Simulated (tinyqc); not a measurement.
# MOS inversion layer, Poisson-Schroedinger loop, step by step

Computed by the program tinyqc: `OMP_NUM_THREADS=1 python tinyqc.py 2160071 2160072 out.jsonl`, one thread of a shared Intel Xeon 2.30GHz, about 0.9 s for the whole run. Printed values are rounded.

Electrons confined at an insulator interface at z = 0, treated as a hard wall; parabolic valleys, Hartree approximation, no image or exchange terms. The depletion charge lies far deeper than the electrons and gives a uniform field q Nd/(eps0 eps_r); the gate balances all charge. Energies are counted from the band edge at the interface.

Values chosen for this exercise; masses and permittivity close to those of germanium (111):
```
symbol,value,unit,meaning
T,300,K,temperature
eps_r,15.7,,relative permittivity
mz1,1.6,m0,mass along z of valley set A (1 valley(s))
md1,0.0807,m0,in-plane density-of-states mass of set A
mz2,0.0927,m0,mass along z of valley set B (3 valley(s))
md2,0.334,m0,in-plane density-of-states mass of set B
Ns,5.4e12,cm^-2,sheet density of electrons
Nd,1.1e12,cm^-2,sheet density of depletion charge
dE,0.07,eV,extra shift of set B (strain)
hz,1.2,nm,mesh step
a,1,,mixing factor
```

Constants: q = 1.602176634e-19 C, kB = 1.380649e-23 J/K, hbar = 1.054571817e-34 J s, m0 = 9.1093837015e-31 kg, Vt = kB T/q, eps0 = 8.8541878128e-14 F/cm where lengths are in cm, hbar^2/(2 m0) = 0.0380998212 eV nm^2. Results are converted to the units shown.

## Fixed part of the potential

z, node 1 to 16 (nm): 1.2  2.4  3.6  4.8  6  7.2  8.4  9.6  10.8  12  13.2  14.4  15.6  16.8  18  19.2

V0 = q Nd z/(eps0 eps_r) in eV.

fixed potential V0, node 1 to 16 (eV): 0.015214  0.030427  0.045641  0.060855  0.076069  0.091282  0.106496  0.121710  0.136924  0.152137  0.167351  0.182565  0.197779  0.212992  0.228206  0.243420

## Round 1: levels and probability densities

self-consistent potential U at the start, node 1 to 16 (eV): 0  0  0  0  0  0  0  0  0  0  0  0  0  0  0  0

Tridiagonal Hamiltonian with psi = 0 one step beyond both ends: H_ii = C (1/m_(i-1/2) + 1/m_(i+1/2))/hz^2 + V0_i + U_i (+ dE for the set B), H_(i,i+1) = -C/(m_(i+1/2) hz^2), C = hbar^2/(2 m0). The lowest 2 level(s) of each valley set are kept, normalised to hz sum |psi|^2 = 1. The mass is the same on all intervals.

levels (eV): A1 0.035309, A2 0.059477, B1 0.163996, B2 0.233705

```
node  |psi|^2 of A1 (1/nm)  |psi|^2 of A2 (1/nm)  |psi|^2 of B1 (1/nm)  |psi|^2 of B2 (1/nm)
1                 0.478648              0.249473              0.041955              0.040320
2                 0.294780              0.114250              0.124695              0.088286
3                 0.054637              0.338381              0.178732              0.064879
4                 0.004985              0.114711              0.177063              0.011435
5                 0.000273              0.015350              0.136864              0.006301
6                 0.000010              0.001116              0.087543              0.058234
7                 0.000000              0.000051              0.047957              0.116981
8                 0.000000              0.000002              0.023011              0.140009
9                 0.000000              0.000000              0.009827              0.123395
10                0.000000              0.000000              0.003779              0.087270
11                0.000000              0.000000              0.001320              0.051792
12                0.000000              0.000000              0.000422              0.026456
13                0.000000              0.000000              0.000124              0.011766
14                0.000000              0.000000              0.000033              0.004521
15                0.000000              0.000000              0.000008              0.001415
16                0.000000              0.000000              0.000001              0.000272
```

## Round 1: Fermi level and occupations

Level k holds N_k = D_k Vt ln(1 + exp((EF - E_k)/Vt)) with D = md1 m0 q/(pi hbar^2) for the set A, D = 3 md2 m0 q/(pi hbar^2) for the set B per eV (spin included); EF is fixed by sum N_k = Ns.

EF = 0.106881 eV
N_k (cm^-2): A1 2.46581e12, A2 1.72726e12, B1 1.12712e12, B2 7.98209e10

## Round 1: density, output potential and mixing

n_i = sum_k N_k |psi_k|^2 (converted to cm^-3). Hartree part by Gauss: on the interval before node i the electrons still beyond are S_i = Ns - hz sum_(j<i) n_j, and U_i = U_(i-1) + q S_i hz/(eps0 eps_r) in eV, U_0 = 0 at the interface. Mixing: U(new) = U + a (U(out) - U).

```
node  n (1e19 cm^-3)  U(out) (eV)  U after round 1 (eV)
1            1.66166     0.074686              0.074686
2            1.07180     0.121793              0.121793
3            0.92583     0.151112              0.151112
4            0.41091     0.165065              0.165065
5            0.18195     0.172198              0.172198
6            0.10527     0.176312              0.176312
7            0.06348     0.178678              0.178678
8            0.03711     0.179991              0.179991
9            0.02093     0.180687              0.180687
10           0.01123     0.181037              0.181037
11           0.00562     0.181200              0.181200
12           0.00259     0.181270              0.181270
13           0.00108     0.181297              0.181297
14           0.00040     0.181306              0.181306
15           0.00012     0.181308              0.181308
16           0.00002     0.181309              0.181309
```

## Course of the self-consistent loop

Start from U = 0. Stop when the largest |U(out) - U| is below 1e-7 eV, or after 120 rounds.

Course of the iteration:
```
round  level A1 (eV)   EF (eV)  largest |U(out) - U| (eV)
1          0.0353093  0.106881                      0.181
2           0.118705  0.223211                     0.0697
3           0.116798  0.203181                     0.0345
4           0.117848  0.213966                     0.0217
5           0.117318  0.207853                     0.0122
6           0.117629  0.211420                    7.37e-3
7           0.117451  0.209324                    4.29e-3
8           0.117557  0.210562                    2.56e-3
9           0.117495  0.209831                    1.50e-3
...              ...       ...                        ...
20          0.117518  0.210103                    4.67e-6
21          0.117518  0.210102                    2.76e-6
22          0.117518  0.210103                    1.63e-6
23          0.117518  0.210102                    9.67e-7
24          0.117518  0.210103                    5.72e-7
25          0.117518  0.210102                    3.38e-7
26          0.117518  0.210102                    2.00e-7
27          0.117518  0.210102                    1.18e-7
28          0.117518  0.210102                    7.00e-8
```

Converged in 28 rounds. Towards the end the residual shrinks by a factor of about 0.59 a round.

## Converged levels, occupations and centroid

converged U, node 1 to 16 (eV): 0.074686  0.107617  0.120501  0.125690  0.128506  0.130095  0.130963  0.131423  0.131656  0.131769  0.131820  0.131841  0.131849  0.131852  0.131852  0.131853

Solve for the levels with V0 + U, find EF, n_i = sum_k N_k |psi_k|^2 (in cm^-3); share of each level N_k/Ns; centroid sum n z/sum n.

levels (eV): A1 0.117518, A2 0.167027, B1 0.283394, B2 0.358590
EF = 0.210102 eV
shares (%): A1 58.2415, A2 29.6845, B1 11.4333, B2 0.6408
n, node 1 to 16 (in units of 1e19 cm^-3): 2.51581  1.20787  0.46372  0.14292  0.07393  0.04346  0.02463  0.01358  0.00729  0.00374  0.00180  0.00079  0.00032  0.00011  0.00003  0.00001
centroid = 2.11852 nm

An 800-node mesh to 32 nm with 8 levels a set gives A1 = 0.1088 eV, EF = 0.1952 eV and a centroid of 2.278 nm; the levels kept above hold 83.5 % of the electrons there. The coarse centroid is 7.0 % below the fine one.

## Closed-form estimates

Triangular well: E_k = a_k (C F^2/mz)^(1/3), a_1 = 2.338107, a_2 = 4.087949, C = hbar^2/(2 m0), F in eV/nm. Fang-Howard (all electrons in the lowest level of set A): b^3 = 6 (mz1/C) q (Nd + 11 Ns/32)/(eps0 eps_r), centroid 3/b, level C b^2/(4 mz1) + (3/b) q (Nd + 11 Ns/16)/(eps0 eps_r). Use F = q (Nd + Ns)/(eps0 eps_r), the surface field, and F = q (Nd + Ns/2)/(eps0 eps_r).

A1 with the surface field = 0.119541 eV
A1 with Nd + Ns/2 = 0.0835787 eV
A2 with Nd + Ns/2 = 0.146129 eV
b = 2.04763 1/nm
Fang-Howard centroid = 1.46511 nm
Fang-Howard level = 0.106225 eV

Against the self-consistent A1 = 0.1088 eV on a fine mesh, the surface-field estimate is 9.9 % above it, the half-charge one 23 % below it and Fang-Howard 2.4 % below it. A1 holds 54.5 % of the electrons, and the Fang-Howard centroid is 36 % below the full one.
